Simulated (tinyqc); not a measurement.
Heisenberg spin cluster by exact diagonalisation: multiplets, susceptibility, level crossings: one step, computed by the program tinyqc. Command: `OMP_NUM_THREADS=1 python tinyqc.py 3022697 3022698 out.jsonl spincl walk`. One thread of a shared host (Intel(R) Xeon(R) Processor @ 2.30GHz), about 0.01 s of CPU time with the checks.

H = J1 sum S_i.S_j over the bonds 1-2 - g mu_B B S_z; J > 0 is antiferromagnetic.

Question. The block with S_z = 0. Basis: products of m values. S_i.S_j = m_i m_j on the diagonal and (1/2) sqrt[s(s+1) - m_i(m_i+1)] sqrt[s(s+1) - m_j(m_j-1)], s the spin of a site, between states that differ by one flip up and one down.

Inputs (values chosen for the exercise, for a model cluster): exchange J1 = 8.06 meV.

Cluster: dimer. Spin s of each site: 0.5.

Give: H at B = 0.

Answer.

H at B = 0 (meV):
```
           +0.5 -0.5  -0.5 +0.5
+0.5 -0.5     -2.015      4.030
-0.5 +0.5      4.030     -2.015
```
